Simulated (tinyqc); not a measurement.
## Junction parameters from two forward currents

Question. D(v) = J1 (exp(v/Vt) - 1) + J2 (exp(v/(2 Vt)) - 1). Find J1, J2 and the voltage 2 Vt ln(J2/J1) near which both parts are equal.

Values chosen for this exercise: temperature T = 300 K.

Constants: q = 1.602176634e-19 C, kB = 1.380649e-23 J/K, Vt = kB T/q. Results are converted to the units shown.

junction voltages (V): 0.32  0.61
currents (uA/um): 4.5823781e-6  0.12105362

Answer. The current is linear in J1 and J2, so two points give two equations.

J1 = 6.800e-12 uA/um
J2 = 6.100e-9 uA/um
crossover = 0.3515 V

Computed by the program tinyqc: `OMP_NUM_THREADS=1 python tinyqc.py 2182159 2182160 out.jsonl`, one thread of a shared Intel Xeon 2.30GHz, about 0.2 s for the whole run.
